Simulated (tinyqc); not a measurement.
Kinetics of strain relaxation and threading dislocations in mismatched semiconductor layers: one step, computed by the program tinyqc. Command: `OMP_NUM_THREADS=1 python tinyqc.py 3009465 3009466 out.jsonl threading walk`. One thread of a shared host (Intel(R) Xeon(R) Processor @ 2.30GHz), about 0.01 s of CPU time with the checks.

60-degree dislocations on {111} planes of a (001) layer, isotropic elasticity. The Schmid factor is 1/sqrt(6), and a misfit segment relieves strain with b/2.

Question. Thick uniform layer and trapping in a trench. A separate case, a thick relaxed layer. Pair reactions during growth: d rho/dh = -K rho^2 with K = 2 r_A tan(psi) and threads inclined by psi = 45 degrees (the <110> lines of {111} planes), so rho = 1/(K H) for a layer that starts with far more threads than that, as highly mismatched layers do. In a trench along [110] a thread on {111} rises at 54.74 degrees across the width, and leaves through the wall below the height w tan(54.74 degrees) = sqrt(2) w; the share of threads, evenly spread over the floor, that reach the top is max(0, 1 - a/sqrt 2) for the aspect ratio a.

Inputs (values chosen for the exercise, modelled on In(0.2)Ga(0.8)As on GaAs): misfit f = 0.0134; reaction radius r_A = 64 nm; final thickness of a thick uniform layer H = 2.1 micrometre; aspect ratio of a trench = 1.8.

Give: thread density at H; share that reaches the top.

Answer.

thread density at H = 3.7202e+08 1/cm^2

share that reaches the top = 0

The trench traps all threads that cross it; those that run along it are not trapped. Thickness alone needs 780 micrometre for 1e6 /cm^2. Caution: at this small misfit a layer may start with fewer threads than 1/(K H), which is then only an upper bound.
